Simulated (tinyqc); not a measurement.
Inside a calculation. Method: RKS/LDA (VWN5) in the 3-21g basis, for H-, spin multiplicity 1. The basis has no diffuse functions, so it cannot describe the extra electron: this is an exercise in the method, not the real anion. One step of it, computed by the program tinyqc.

Problem. Iteration 1: diagonalisation and new density. Diagonalise F' = X^T F X, C = X C', fill 1 alpha and 1 beta electrons from the bottom; D = 2 C_occ C_occ^T. Each column has its largest component positive (the first on a tie).

Kohn-Sham matrix F (hartree):
```
          1H 1s     1H 2s
1H 1s  0.692646  0.044058
1H 2s  0.044058  0.246531
```

X:
```
               1         2
1H 1s   1.188287  0.551167
1H 2s  -1.188287  0.551167
```

Give: F' = X^T F X; orbital energies; coefficients C; D after iteration 1.

Solution.

F' = X^T F X (hartree):
```
       1      2
1  1.202  0.292
2  0.292  0.312
```

orbital energies (hartree): MO1 0.225, MO2 1.289

coefficients C:
```
         MO1     MO2
1H 1s  0.188   1.296
1H 2s  0.869  -0.981
```

D after iteration 1:
```
       1H 1s  1H 2s
1H 1s  0.070  0.326
1H 2s  0.326  1.509
```
